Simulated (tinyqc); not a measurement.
# Inputs raised by 5 %, one at a time

Model: Koster-Slater impurity in a tight-binding band, by Green functions and by supercells. Computed by tinyqc, a small Python program. Command: `OMP_NUM_THREADS=1 python tinyqc.py 3002035 3002036 out.jsonl kosterslater sens`. One thread of a shared host (Intel(R) Xeon(R) Processor @ 2.30GHz), about 0.1 s of CPU time with the checks.

One orbital per site, e(k) = -2 t sum cos(k_i) over 3 direction(s), band from -6 t to 6 t, lattice constant 1. One site has the extra energy U. Spin is left out.

Inputs (values chosen for the exercise, for a model band):

| quantity | value | unit |
|---|---|---|
| hopping t | 0.38 | eV |
| impurity potential U | -2.04 | eV |
| supercell edge N | 2 | sites |
| energy inside the band E | 1.08 | eV |
| broadening eta | 0.057 | eV |
| impurity concentration c | 0.0001 | per site |

Lattice: simple cubic.

Constants: hbar = 6.582119569e-16 eV s.

Method:
- Outside the band G0(E) = (1/pi) int_0^pi dk (2/(pi z)) K(16 t^2/z^2), z = E + 2 t cos k, K the complete elliptic integral with parameter m; 200 Gauss-Legendre points.
- A bound state solves 1/U = G0(E).
- Bisection in ln(distance from the edge) between 1e-5 t and |U| + t. Weight on the impurity site: -1/(U^2 dG0/dE), by a central difference with step min(1e-4 t, distance/30). Decay length along an axis: 1/arccosh(1 + distance/(2 t)).
- Inside the band G0(z), z = E + i eta, comes from the chain form 1/(sqrt(y - 2t) sqrt(y + 2t)) (principal roots) at y = z + 2 t cos k + 2 t cos k', averaged over k and k' in (0, pi) with 200 Gauss-Legendre points each.
- T = U/(1 - U G0); phase shift delta = -arg(1 - U G0) in (-pi, pi]; host density of states -Im G0/pi; on the impurity -Im[G0/(1 - U G0)]/pi; lifetime of a band state hbar/(-2 c Im T).
- In a periodic cell of N sites along each direction with Bloch vector K, the level solves 1/U = N^-d sum_k 1/(E - e(k)), k_i = (2 pi m_i + K_i)/N, m_i = 0..N-1; the outermost root on the side of U is taken (bisection). d is the number of directions. Gamma means K_i = 0, the zone corner K_i = pi, the quarter point K_i = pi/2.
- The error is measured against the isolated level E_b.

Runs:

| input moved | from | to | weight on the impurity site | decay length (sites) | width between Gamma and the corner (eV) | scattering lifetime (fs) |
|---|---|---|---|---|---|---|
| base run | - | - | 0.68723 | 1.2816 | 0.89133 | 9869 |
| hopping t (eV) | 0.38 | 0.399 | 0.63591 | 1.4848 | 0.97896 | 9428 |
| impurity potential U (eV) | -2.04 | -2.142 | 0.72932 | 1.1331 | 0.85107 | 9582 |
| impurity concentration c (per site) | 0.0001 | 0.000105 | 0.68723 | 1.2816 | 0.89133 | 9399 |
| energy inside the band E (eV) | 1.08 | 1.134 | 0.68723 | 1.2816 | 0.89133 | 10181 |
| broadening eta (eV) | 0.057 | 0.05985 | 0.68723 | 1.2816 | 0.89133 | 9840 |

Exponents ln(y'/y) / ln(x'/x):

| input | weight on the impurity site | decay length | width between Gamma and the corner | scattering lifetime |
|---|---|---|---|---|
| hopping t | -1.591 | 3.017 | 1.922 | -0.937 |
| impurity potential U | 1.218 | -2.523 | -0.947 | -0.604 |
| impurity concentration c | 0.000 | 0.000 | 0.000 | -1.000 |
| energy inside the band E | 0.000 | 0.000 | 0.000 | 0.638 |
| broadening eta | 0.000 | 0.000 | 0.000 | -0.059 |

Which inputs matter most for each result?

Among the inputs moved here: weight on the impurity site answers most in size to hopping t (exponent -1.591), next to impurity potential U (+1.218); its exponent is below 0.0005 for impurity concentration c, energy inside the band E, broadening eta. Decay length answers most in size to hopping t (exponent +3.017), next to impurity potential U (-2.523); its exponent is below 0.0005 for impurity concentration c, energy inside the band E, broadening eta. Width between Gamma and the corner answers most in size to hopping t (exponent +1.922), next to impurity potential U (-0.947); its exponent is below 0.0005 for impurity concentration c, energy inside the band E, broadening eta. Scattering lifetime answers most in size to impurity concentration c (exponent -1.000), next to hopping t (-0.937). Its exponent -1.000 in impurity concentration c: independent scatterers.
